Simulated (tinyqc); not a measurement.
# Formation energy of a charged point defect from supercell energies, step by step

A worked calculation. Computed by tinyqc, a small Python program that keeps every step. Command: `OMP_NUM_THREADS=1 python tinyqc.py 3015214 3015215 out.jsonl formation walk`. One thread of a shared host (Intel(R) Xeon(R) Processor @ 2.30GHz), about 0.01 s of CPU time with the checks. Intermediate numbers are printed to about 5 digits and carried at full precision; extremes and crossings named in words are read from the listed rows.

The host is a compound AB. Making the defect adds n_A = -1, n_B = 0 atoms to the cell. All total energies are inputs. E_F is counted from the valence-band maximum (VBM); x = 0 is A-rich and x = 1 B-rich growth.

Inputs (values chosen for the exercise, for a model compound AB): gap E_g = 1.66 eV; E_VBM of the host cell = 1.158 eV; potential alignment dV = -0.019 eV; dielectric constant eps = 12.5; cell length L = 17.1 angstrom; mu_A of the pure element = -1.648 eV; formation enthalpy dH of AB = -0.884 eV; growth condition x = 0.74; Fermi level E_F = 1.02 eV; temperature T = 800 K; site density N_s = 5e+22 cm^-3.

Defect: vacancy of A. Supercell lattice: fcc.

charge states q: [0, -1, -2]

E(defect, q) - E(host), in the order of q (eV): [4.308, 6.08, 8.404]

Constants: e^2/(4 pi eps_0) = 14.39964548 eV angstrom; k_B = 8.617333262e-05 eV/K.

## Chemical potentials

dmu_A = x dH and dmu_B = (1 - x) dH, so that dmu_A + dmu_B = dH; mu = mu(element) + dmu. The reservoir term is sum n_i mu_i.

dmu_A = -0.65416 eV

dmu_B = -0.22984 eV

sum n_i mu_i = 2.30216 eV

## Image-charge corrections

Image-charge correction of a point charge in a neutralising background: E_corr = q^2 alpha e^2/(4 pi eps_0) / (2 eps L), alpha = 2.888282 for a fcc array with L the cube root of the volume.

E_corr (eV): (q=0) 0.00000, (q=-1) 0.09729, (q=-2) 0.38915

## Formation energies at E_F = 0

E_f(q, E_F) = [E(defect, q) - E(host)] - sum n_i mu_i + q (E_VBM + dV + E_F) + E_corr(q).

E_f(q, 0) (eV): (q=0) 2.0058, (q=-1) 2.7361, (q=-2) 4.2130

## Transition levels and the lower envelope

eps(q/q') = [E_f(q', 0) - E_f(q, 0)]/(q - q'). U of state q is eps(q/q-1) - eps(q+1/q). The stable state at each E_F is the lowest line E_f(q, 0) + q E_F.

One-electron levels above the VBM (eV):
```
level    energy  U of the state between this level and the next
(0/-1)   0.7303                                         0.74657
(-1/-2)  1.4769                                               -
```

Stable states:
```
q   from E_F (eV)  to E_F (eV)
0          0.0000       0.7303
-1         0.7303       1.4769
-2         1.4769       1.6600
```

Stable in the gap, from the VBM up: 0, -1, -2.

## The first and the last level

eps(q/q-1) = E_f(q - 1, 0) - E_f(q, 0).

level (0/-1) = 0.73029 eV

level (-1/-2) = 1.4769 eV

## Concentrations at the given E_F and T

E_f(q, E_F) = E_f(q, 0) + q E_F. c_q = N_s exp(-E_f(q, E_F)/k_B T), with all degeneracy factors one and no vibrational entropy.

Charge states:
```
q   E_f (eV)  c_q (cm^-3)       share
0     2.0058   1.1554e+10  1.4719e-02
-1    1.7161   7.7241e+11  9.8398e-01
-2    2.1730   1.0227e+09  1.3028e-03
```

lowest formation energy = 1.7161 eV

total concentration = 7.8498e+11 cm^-3

mean charge = -0.98658 e

State -1 holds 98.4 % of the defects.

## Fermi level and growth conditions

Each entry is the lowest E_f over q.

Lowest formation energy (eV):
```
E_F (eV)  stable q  A-rich, x = 0  x = 0.5  B-rich, x = 1
0.000            0         2.6600   2.2180         1.7760
0.208            0         2.6600   2.2180         1.7760
0.415            0         2.6600   2.2180         1.7760
0.622            0         2.6600   2.2180         1.7760
0.830           -1         2.5603   2.1183         1.6763
1.037           -1         2.3533   1.9113         1.4693
1.245           -1         2.1453   1.7033         1.2613
1.452           -1         1.9383   1.4963         1.0543
1.660           -2         1.5471   1.1051         0.6631
```

Going from A-rich to B-rich growth shifts every line by -0.884 eV and moves no transition level. The slope of the envelope is the stable charge, so E_f is highest in the rows from E_F = 0 to 0.622 eV, where the neutral state is stable: the defect forms most easily in n-type material.

## What the corrections do to the levels

Levels eps(q/q-1) with the terms q dV and E_corr left out or kept.

Levels above the VBM (eV):
```
level       raw  with alignment  with image charge  with both
(0/-1)   0.6140          0.6330             0.7113     0.7303
(-1/-2)  1.1660          1.1850             1.4579     1.4769
```

Alignment moves every level by -dV = +0.019 eV. The image term moves eps(q/q-1) by (1 - 2q) E_corr(1): (0/-1) by +0.097, (-1/-2) by +0.292 eV, donor levels down and acceptor levels up. It adds 2 E_corr(1) = 0.195 eV to every U.

Checks made by the program: envelope against a direct minimum on a grid (relative difference below 1e-10).
